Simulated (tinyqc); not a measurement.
Comparisons within one model: donors on two lattice sites with valley-orbit split states. A value that a table varies takes the place of the one given here.

Each donor binds at most one electron, in any of its states. For a site s, W_s = sum over its states of g exp(E/kT), and the ionised share is 1/(1 + W_s exp(eta)), eta = (EF - Ec)/kT; n = Nc F_1/2(eta); neutrality n + NA = ND x (mean ionised share, the two sites in equal numbers); holes are neglected. Nc from N = 2 (m kB T/(4 pi c))^(3/2) with c = hbar^2/2m0, in 1/angstrom^3; times 1e24 for 1/cm^3, m = md. F_j(eta) = (1/Gamma(j + 1)) integral_0^infinity x^j dx/(1 + exp(x - eta)), which tends to exp(eta) for eta << 0.

Mobility (Caughey-Thomas form): mu = mu0 + (mu1 (T/300)^(-ga) - mu0)/(1 + ((ND + NA)/Nr)^de); rho = 1/(e n mu), e = 1.602176634e-19 C.

Constants: hbar^2/2m0 = 3.80998211 eV angstrom^2; kB = 8.617333262e-05 eV/K.

Values chosen for the exercise (near those of nitrogen in 4H-SiC; shifted at random, so the results belong to these values and not to a real crystal): md = 0.833 m0 (density-of-states mass of the conduction band); E = (62.1, 54.3, 127.8, 81.7) meV (binding energies of h ground, h excited, k ground, k excited); g = (2, 4, 2, 4) (their degeneracies with spin); ND = 9.6e+16 1/cm^3 (donors, half on each site); NA = 0 1/cm^3 (compensating acceptors, all ionised); T = 300 K; mu0 = 41 cm^2/(V s) (mobility at heavy doping); mu1 = 912 cm^2/(V s) (mobility at light doping and 300 K); Nr = 2e+17 1/cm^3 (reference doping); de = 0.61 (doping exponent); ga = 2.4 (temperature exponent).

## What the excited states change

The last columns keep only the ground state of each site (g = 2).

Results:

| T (K) | effective degeneracy, h site | eta | n (1/cm^3) | n, ground states only | ratio |
|---|---|---|---|---|---|
| 40 | 2.42 | -10.93 | 1.66e+13 | 1.83e+13 | 0.910 |
| 60 | 2.88 | -8.32 | 4.14e+14 | 4.96e+14 | 0.833 |
| 80 | 3.29 | -7.12 | 2.12e+15 | 2.70e+15 | 0.785 |
| 110 | 3.76 | -6.27 | 8.03e+15 | 1.06e+16 | 0.755 |
| 150 | 4.19 | -5.84 | 1.97e+16 | 2.53e+16 | 0.776 |
| 200 | 4.54 | -5.71 | 3.44e+16 | 4.07e+16 | 0.846 |
| 250 | 4.78 | -5.69 | 4.89e+16 | 5.48e+16 | 0.892 |
| 300 | 4.96 | -5.72 | 6.23e+16 | 6.84e+16 | 0.911 |
| 400 | 5.19 | -5.90 | 8.01e+16 | 8.52e+16 | 0.940 |
| 500 | 5.34 | -6.15 | 8.79e+16 | 9.13e+16 | 0.963 |

What can be read from the table?

The effective degeneracy grows from 2.42 to 5.34. Excited states hold electrons back, so the ratio is never above 1; it is lowest, 0.755, at 110 K of those listed, and 0.911 at 300 K. At low T the excited states empty out, and at high T more donors are ionised (n is 92 % of ND - NA in the last row), so the effect is largest in between.

## Ionisation and resistivity against doping

NA = 0.

Results:

| ND (1/cm^3) | n (1/cm^3) | n/ND | mu (cm^2/(V s)) | rho (ohm cm) | rho at full ionisation |
|---|---|---|---|---|---|
| 1.0e+14 | 9.99e+13 | 0.999 | 904 | 69.1 | 69.1 |
| 1.0e+15 | 9.89e+14 | 0.989 | 879 | 7.18 | 7.10 |
| 1.0e+16 | 9.11e+15 | 0.911 | 791 | 0.866 | 0.789 |
| 3.0e+16 | 2.42e+16 | 0.806 | 704 | 0.367 | 0.296 |
| 1.0e+17 | 6.43e+16 | 0.643 | 567 | 0.171 | 0.110 |
| 3.0e+17 | 1.45e+17 | 0.483 | 423 | 0.102 | 0.0492 |
| 1.0e+18 | 3.25e+17 | 0.325 | 278 | 0.0690 | 0.0224 |
| 2.0e+18 | 5.00e+17 | 0.250 | 213 | 0.0587 | 0.0147 |

What does this show, and why?

From 1e16 to 1e18 1/cm^3 rho falls by a factor 12.6, not 100: the mobility takes a factor 2.84 and incomplete ionisation 2.80. n/ND is below 0.9 from 3e+16 1/cm^3 on. Near 1e19 1/cm^3 and above the levels merge with the band, and already below that screening lowers the binding energy, so the last rows understate n.

## Compensation sets the slope of the freeze-out

NA = K ND. The slope energy is -d ln(n T^(-p))/d(1/kT) between 50 and 60 K, with p = 3/4 for K = 0 and p = 3/2 otherwise.

Results:

| K | n(50 K) (1/cm^3) | n(60 K) (1/cm^3) | slope energy (meV) |
|---|---|---|---|
| 0 | 1.14e+14 | 4.14e+14 | 29.89 |
| 0.0010 | 7.52e+13 | 3.68e+14 | 34.00 |
| 0.010 | 1.30e+13 | 1.52e+14 | 56.43 |
| 0.050 | 2.42e+12 | 3.21e+13 | 59.77 |
| 0.20 | 4.04e+11 | 5.39e+12 | 59.94 |
| 0.50 | 1.51e+08 | 7.52e+09 | 93.87 |

What does this show, and why?

Without acceptors the slope is 29.89 meV, against half the h-site ground-state energy, 31.05; with K = 0.05 it is 59.77 meV, against the full 62.1. The full energy (less a few meV where excited levels lie within a few kT) shows where n is far below NA, since the acceptors then hold EF near the donor level: n(60 K)/NA is 3.8 for K = 0.001 and 0.0067 for K = 0.05; for K = 0.001 the sample is still in or near the uncompensated regime, where p = 3/2 is the wrong power, so that slope means little. At K = 0.5 the acceptors have taken as many electrons as there are h sites, EF sits between the two levels, and the slope is 93.9 meV against their mean of 95.0.

## What moves the carrier density

All results formed anew. Each row changes one parameter from the base and keeps the others.

Results:

| case | eta | n (1/cm^3) | rho (ohm cm) |
|---|---|---|---|
| base | -5.723 | 6.228e+16 | 0.1751 |
| E = (67.1, 54.3, 127.8, 81.7) meV | -5.730 | 6.188e+16 | 0.1762 |
| md = 0.916 m0 | -5.835 | 6.427e+16 | 0.1697 |
| ND = 1.92e+17 1/cm^3 | -5.200 | 1.050e+17 | 0.1233 |
| NA = 9.6e+15 1/cm^3 | -5.849 | 5.493e+16 | 0.2028 |
| T = 330 K | -5.764 | 6.900e+16 | 0.1972 |
| Nr = 4e+17 1/cm^3 | -5.723 | 6.228e+16 | 0.1530 |

What does this show?

The largest shifts from the base row, up to three for each result and ties (the steps differ in size, so this ranks the rows, not the parameters). eta: ND +0.523, NA -0.126, md -0.111; unchanged at the printed digits by Nr. n (1/cm^3): ND +4.27e+16, NA -7.35e+15, T +6.71e+15; unchanged at the printed digits by Nr. rho (ohm cm): ND -0.0518, NA +0.0277, T +0.0222.

Run: tinyqc, `OMP_NUM_THREADS=1 python tinyqc.py 1680097 1680098 out.jsonl`; Intel(R) Xeon(R) Processor @ 2.30GHz, one thread, shared host; about 0.01 s of CPU time with all checks.
